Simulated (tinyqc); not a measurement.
# Thermal RC ladder, step response, step by step

Program tinyqc, `OMP_NUM_THREADS=1 python tinyqc.py 2520011 2520012 out.jsonl`; Intel Xeon 2.30GHz, shared host, one thread, about 0.01 s. Printed values are rounded.

A ladder of 3 nodes: R_i joins node i to node i + 1, the last R to the ambient; C_i is the heat capacity of node i; theta is the rise above ambient, zero at t = 0. d theta/dt = -A theta + b with b = (Pw/C_1, 0, ...), times in ms.

Values chosen for this exercise:
- R = [1.8, 0.31, 1.8] K/W (resistances, junction to ambient)
- C = [0.94, 3, 33] mJ/K (heat capacities of the nodes)
- Pw = 7.4 W (power at node 1 from t = 0)
- dt = 2 ms (time step)

## The rate matrix

A = C^(-1) K, K_ii = 1/R_(i-1) + 1/R_i (no first term for node 1), K_(i,i+1) = K_(i+1,i) = -1/R_i.

A (1/ms):

|  | node 1 | node 2 | node 3 |
|---|---|---|---|
| node 1 | 0.59102 | -0.59102 | 0.00000 |
| node 2 | -0.18519 | 1.26045 | -1.07527 |
| node 3 | 0.00000 | -0.09775 | 0.11459 |

## Time constants and Foster resistances

A = C^(-1) K, K_ii = 1/R_(i-1) + 1/R_i (no first term for node 1), K_(i,i+1) = K_(i+1,i) = -1/R_i. The time constants tau_k are the inverse eigenvalues of A; the rise of node 1 per watt is Z(t) = sum_k r_k (1 - exp(-t/tau_k)), with r_k = v_k1^2 tau_k/C_1 and v_k the unit eigenvectors of C^(-1/2) K C^(-1/2).

tau_k, rising (ms): [0.683169, 2.05216, 66.6701]
r_k (K/W): [0.0869216, 1.86167, 1.96141]

The r_k add up to the sum of the R_i, 3.910 K/W; the slowest constant is 97.6 times the fastest.

## Step 1: one time step

theta at t = 0 (K): node 1 0.00000, node 2 0.00000, node 3 0.00000

Explicit Euler: theta(new) = theta + dt (b - A theta).

theta after step 1 (K): node 1 15.7447, node 2 0.0000, node 3 0.0000

## Step 2: one time step

As before.

theta after step 2 (K): node 1 12.8786, node 2 5.8314, node 3 0.0000

## Step 3: one time step

As before.

theta after step 3 (K): node 1 20.2932, node 2 -4.0991, node 3 1.1401

## Course of the time stepping

Sixteen steps, against the exact rise Pw Z(t); the run counts as sound if the error in the last step is under 5 % of the exact rise. The time constants tau_k are the inverse eigenvalues of A; the rise of node 1 per watt is Z(t) = sum_k r_k (1 - exp(-t/tau_k)), with r_k = v_k1^2 tau_k/C_1 and v_k the unit eigenvectors of C^(-1/2) K C^(-1/2).

Course of the iteration:

| step | t (ms) | theta_1 (K) | exact (K) | error (K) |
|---|---|---|---|---|
| 1 | 2 | 15.7447 | 9.61559 | 6.13 |
| 2 | 4 | 12.8786 | 13.3013 | -0.423 |
| 3 | 6 | 20.2932 | 14.9284 | 5.36 |
| 4 | 8 | 7.20537 | 15.7814 | -8.58 |
| 5 | 10 | 33.5845 | 16.3358 | 17.2 |
| 6 | 12 | -16.1452 | 16.7706 | -32.9 |
| 7 | 14 | 80.7937 | 17.1537 | 63.6 |
| 8 | 16 | -105.008 | 17.5107 | -123 |
| 9 | 18 | 254.150 | 17.8517 | 236 |
| 10 | 20 | -437.149 | 18.1805 | -455 |
| 11 | 22 | 896.311 | 18.4988 | 878 |
| 12 | 24 | -1673.05 | 18.8073 | -1690 |
| 13 | 26 | 3280.37 | 19.1067 | 3260 |
| 14 | 28 | -6266.62 | 19.3971 | -6290 |
| 15 | 30 | 12136.4 | 19.6790 | 1.21e4 |
| 16 | 32 | -23335.1 | 19.9525 | -2.34e4 |

The error alternates in sign and grows by a factor of about 1.93 a step. The step is 2.93 times the fastest time constant, 0.683 ms, and explicit Euler multiplies that mode by 1 - dt/tau = -1.93; it is stable only for dt < 2 tau. A rerun with dt = 0.7 ms ends 0.11 % above the exact rise at t = 32.2 ms.
